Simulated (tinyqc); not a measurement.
Absorption spectrum: gated graphene: carriers, quantum capacitance and optical conductivity.

Conductivity over sigma0 = e^2/(4 hbar): interband Re = sinh(E/2kT)/(cosh(mu/kT) + cosh(E/2kT)); intraband Re = (8 kT/pi) ln(2 cosh(mu/2kT)) Gm/(E^2 + Gm^2). A free sheet absorbs about pi alpha_f Re(sigma/sigma0), alpha_f the fine-structure constant (alpha among the constants).

Constants: kB = 8.617333262e-05 eV/K; fine-structure constant alpha = 0.007297352564.

Parameters, chosen for this exercise (out of a larger set: Fermi velocity near that of graphene, gate dielectric near HfO2; not measured data): T = 300 K; Gm = 2 meV (intraband damping).

mu = 0.04513 eV

Results:

| E (eV) | interband | intraband | absorption (%) |
|---|---|---|---|
| 0.009 | 0.0441 | 1.6013 | 3.772 |
| 0.018 | 0.0885 | 0.4150 | 1.154 |
| 0.032 | 0.1588 | 0.1324 | 0.668 |
| 0.045 | 0.2260 | 0.0671 | 0.672 |
| 0.063 | 0.3221 | 0.0343 | 0.817 |
| 0.090 | 0.4690 | 0.0168 | 1.114 |
| 0.104 | 0.5432 | 0.0126 | 1.274 |
| 0.117 | 0.6086 | 0.0099 | 1.418 |
| 0.144 | 0.7280 | 0.0066 | 1.684 |
| 0.181 | 0.8473 | 0.0042 | 1.952 |
| 0.271 | 0.9696 | 0.0019 | 2.227 |

Give the missing row, E (eV) = 0.077.

Computed row:
```
E (eV)  interband  intraband  absorption (%)
0.077      0.3983     0.0229           0.966
```

The edge lies at 2|mu| = 0.090 eV and, for |mu| above about 3 kT (here 1.7), rises from 10 % to 90 % over about 8.8 kT = 0.227 eV. The absorption is lowest, 0.668 %, at 0.032 eV of those listed, between the Drude tail and the edge; at the last row it is 2.227 % against pi alpha_f = 2.293 %. The thin-sheet formula fails where the absorption is large, and trigonal warping matters above about 1.5 eV.

Run: tinyqc, `OMP_NUM_THREADS=1 python tinyqc.py 1652191 1652192 out.jsonl`; Intel(R) Xeon(R) Processor @ 2.30GHz, one thread, shared host; about 0.01 s of CPU time with all checks.
